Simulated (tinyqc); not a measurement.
One share for all, or one for each: linear model of a band gap against the share of exact exchange.

E(alpha) = E0 + S alpha. A wider gap screens less, modelled in the Penn form eps(alpha) = 1 + (e0 - 1)(EP/(EP + S alpha))^2 with a scale EP chosen for the exercise. A dielectric-dependent hybrid takes alpha = 1/eps.

Errors of the gap (eV) against each target; e0, EP, S and the gaps are values chosen for the exercise.

Results:
```
case          E0 (eV)  S (eV)     e0  EP (eV)  target Et (eV)  alpha needed  error, alpha = 0  error, 0.25  error, self-consistent
like Al2O3       6.12   10.31   3.41     25.4            8.68         0.248             -2.56         0.02                    1.06
like Ge          0.08    5.24  17.76      8.6            0.73         0.124             -0.65         0.66                   -0.33
like GaN         1.84    7.44   5.83     21.4            3.47         0.219             -1.63         0.23                   -0.21
like InP         0.69    5.25  10.46     10.6            1.43         0.141             -0.74         0.57                   -0.19
like HfO2        4.11    8.03   4.68     18.3            5.80         0.210             -1.69         0.32                    0.32
like GaP         1.61    5.44   9.46     11.9            2.37         0.140             -0.76         0.60                   -0.13
like diamond     4.22    6.83   6.04     25.1            5.49         0.186             -1.27         0.44                   -0.05
```

What can be read from this table?

Mean absolute errors: 1.33, 0.40 and 0.33 eV for alpha = 0, 0.25 and the self-consistent value. A fixed quarter overshoots for Al2O3, Ge, GaN, InP, HfO2, GaP and diamond and falls short for none of them; the alpha needed runs between 0.124 and 0.248 and its correlation with 1/e0 over these cases is 0.96.

tinyqc: `OMP_NUM_THREADS=1 python tinyqc.py 1851004 1851005 out.jsonl`; about 0.01 s, one thread, shared Intel(R) Xeon(R) Processor @ 2.30GHz.
